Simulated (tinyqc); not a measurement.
## Cell size and critical density at another thickness

Problem. In the cell model of oxide breakdown (cubic cells of edge a, defect density growing as t^al) the Weibull slope is beta = al tox/a, and for small l the critical density is N_bd = a^(-3) (A/a^2)^(-a/tox). Find a from the slope, and then the area A and the slope at 9.1 nm.

Parameters, values chosen for the exercise: exponent of defect growth al = 0.98.

Weibull slope at a thickness of 7.8 nm = 5.88
N_bd there, small-l form = 1.3995209e19 cm^-3

Solution. a = al tox/beta, and A = a^2 (a^3 N_bd)^(-tox/a).

a = 1.300 nm
A = 2000 um^2
slope = 6.860

Computed by the program tinyqc: `OMP_NUM_THREADS=1 python tinyqc.py 2070075 2070076 out.jsonl`, one thread of a shared Intel Xeon 2.30GHz, about 0.01 s for the whole run.
